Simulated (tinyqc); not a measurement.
# From one set of inputs to another, one input at a time

Model: donor in an ellipsoidal valley (Kohn-Luttinger variational method). Computed by tinyqc, a small Python program. Command: `OMP_NUM_THREADS=1 python tinyqc.py 3030712 3030713 out.jsonl kohnlutt ladder`. One thread of a shared host (Intel(R) Xeon(R) Processor @ 2.30GHz), about 0.1 s of CPU time with the checks.

H = -(d^2/dx^2 + d^2/dy^2) - gamma d^2/dz^2 - 2/r in units built on m_t, with gamma = m_t/m_l and z along the valley axis. One valley; no valley-orbit or central-cell term.

The inputs printed are set A. Inputs not listed in the table keep their values of set A, so the rows need not describe a real material.

Inputs (values chosen for the exercise, modelled on GaP): transverse mass m_t = 0.251 m_0; longitudinal mass m_l = 1.2 m_0; dielectric constant eps = 11.

Constants: Ry = 13.605693123 eV; a_0 = 0.529177210903 angstrom.

Method:
- Ry* = Ry m_t/eps^2, a* = a_0 eps/m_t, gamma = m_t/m_l.
- Trial function exp(-sqrt((x^2 + y^2)/a^2 + z^2/b^2)) with beta = b/a < 1: E = t/a^2 - u/a, t = (2 + gamma/beta^2)/3, u = 2 arcsin(sqrt(1 - beta^2))/sqrt(1 - beta^2); the best a is 2 t/u and E(beta) = -u^2/(4 t).
- Golden-section search on beta from 0.05 to 0.999, 60 steps.
- Gaussian basis: g = P exp(-al (x^2 + y^2) - be z^2) with P = 1 (s-like), z (2p0) or x (2p+-); al = 0.004 x 2.6^k, k = 0..11, and be/al = 1, gamma^(-1/2) or 1/gamma (36 functions); 1/r = (2/sqrt(pi)) int exp(-t^2 r^2) dt by 48 Gauss-Legendre points after t = sqrt(al_i + al_j) tan(theta); overlap eigenvalues below 1e-10 are dropped.

Each row keeps all changes above it; columns: (1) input moved; (2) from; (3) to; (4) 1s binding energy, trial function (meV); (5) 2p+- binding energy (meV); (6) radius b of the 1s trial function (angstrom):
```
(1)                            (2)    (3)     (4)     (5)     (6)
set A                            -      -  44.114  9.0525  10.003
dielectric constant eps         11   11.7  38.993  8.0017  10.639
transverse mass m_t (m_0)    0.251  0.111  20.603  3.8620  16.137
longitudinal mass m_l (m_0)    1.2  0.549  17.384  3.5533  23.650
```

Which inputs carry the difference?

1s binding energy, trial function goes from 44.1 to 17.4, a factor 0.394 in all. The largest single move comes from transverse mass m_t (a factor 0.528). 2p+- binding energy goes from 9.05 to 3.55, a factor 0.393 in all. The largest single move comes from transverse mass m_t (a factor 0.483). Radius b of the 1s trial function goes from 10.0 to 23.7, a factor 2.36 in all. The largest single move comes from transverse mass m_t (a factor 1.52). The single moves hold for this order of the switches; the total does not depend on the order.

Extremes, crossings and ranges named in words are read from the listed rows.
